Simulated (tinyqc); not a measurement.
Inside a calculation: exciton in a hard-walled quantum well (variational). Values are carried at full precision from step to step, so a last printed digit may differ when a step is redone from the rounded ones.

Constants: Ry = 13.60569312 eV; a0 (Bohr radius) = 0.5291772105 angstrom; hbar^2/2m0 = 3.80998211 eV angstrom^2; e^2/(4 pi eps0) = 14.39964547 eV angstrom.

Inputs chosen for the exercise (near those of InGaAs; shifted at random, so the results belong to these values and not to a real crystal): me = 0.043 m0 (electron mass); mh = 0.107 m0 (hole mass); eps = 14.1 (dielectric constant); Eg = 0.799 eV (gap); L = 457 angstrom (well width); lams = (130, 182, 221, 260, 312, 390, 521) angstrom (trial lengths).

## Exciton units

1/mu = 1/me + 1/mh, Ry* = Ry mu/eps^2, a* = a0 eps/mu.

mu = 0.03067 m0
Ry* = 2.099 meV
a* = 243.25 angstrom

## Hydrogen-like series

Binding Ry*/n^2 in three dimensions and Ry*/(n - 1/2)^2 in two; strengths relative to n = 1 go as 1/n^3 and (1/2)^3/(n - 1/2)^3. Lines at Eg less the binding.

Series:
```
n  3D binding (meV)  3D line (eV)  3D strength  2D binding (meV)  2D line (eV)  2D strength
1              2.10        0.7969       1.0000              8.40        0.7906       1.0000
2              0.52        0.7985       0.1250              0.93        0.7981       0.0370
3              0.23        0.7988       0.0370              0.34        0.7987       0.0080
4              0.13        0.7989       0.0156              0.17        0.7988       0.0029
```

## The form factor

Electron and hole in the lowest states cos(pi z/L) of a hard-walled well; relative motion in the plane exp(-rho/lam). E(lam) = c/(mu lam^2) - (q/eps) <1/r>, <1/r> = integral over k from 0 to infinity of F(kL) (1 + (k lam/2)^2)^(-3/2), F(x) = [3x + 8 pi^2/x - 32 pi^4 (1 - exp(-x))/(x^2 (x^2 + 4 pi^2))]/(x^2 + 4 pi^2); c = hbar^2/2m0, q = e^2/(4 pi eps0). E is counted from the subband edge.

F at k = 0.5/a*, 1/a*, 2/a*, 4/a* and 8/a*.

Form factor:
```
k a*      k L       F
0.5    0.9393  0.8315
1.0    1.8787  0.7037
2.0    3.7574  0.5273
4.0    7.5148  0.3385
8.0   15.0296  0.1895
```

## Scan over the trial length

Evaluate the integral numerically for each lam.

Scan:
```
lam (angstrom)  <1/r> (1/angstrom)  kinetic (meV)  Coulomb (meV)  E (meV)
130                        0.00798          7.350         -8.146   -0.796
182                        0.00647          3.750         -6.603   -2.854
221                        0.00568          2.543         -5.801   -3.258
260                        0.00507          1.837         -5.181   -3.344
312                        0.00445          1.276         -4.542   -3.266
390                        0.00376          0.817         -3.840   -3.024
521                        0.00299          0.458         -3.057   -2.600
```

## The minimum

Minimise E over lam.

lam = 260.3 angstrom
binding energy = 3.34 meV
in Ry* = 1.593
lam/a* = 1.070

The strict two-dimensional limit is 4 Ry* with lam = a*/2; L/a* = 1.88 here.

## Checks

- Binding of a very thin well (L = a*/5000) against 4 Ry*, meV: both 8.4.
- F(3) from a double integral on a grid against the closed form: both 0.5885.

Program tinyqc; command `OMP_NUM_THREADS=1 python tinyqc.py 1252589 1252590 out.jsonl`; about 0.02 s on one thread of a shared Intel(R) Xeon(R) Processor @ 2.30GHz.
